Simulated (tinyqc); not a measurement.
Gap voltage and exponent from three temperatures.

Problem. At constant current VBE(T) = Vg0 - a T - eta (kB T/q) ln T, where a is a constant. Find Vg0, eta and dVBE/dT at the middle temperature.

Constants: q = 1.602176634e-19 C, kB = 1.380649e-23 J/K. Results are converted to the units shown.

T (K): 233  330  390
VBE at a constant current (V): 0.7478338129  0.5290672754  0.3898730105

Solution. The relation is linear in Vg0, a and eta, so three points give a linear system; the slope is (VBE - Vg0 - eta kB T/q)/T. eta rests on the curvature of VBE(T) alone, so real fits need accuracy of some tens of microvolts or better.

Vg0 = 1.20 V
eta = 3.00
dVBE/dT = -2.30 mV/K

tinyqc, about 0.03 s, one thread, Intel Xeon 2.30GHz (shared host): `OMP_NUM_THREADS=1 python tinyqc.py 2062055 2062056 out.jsonl`
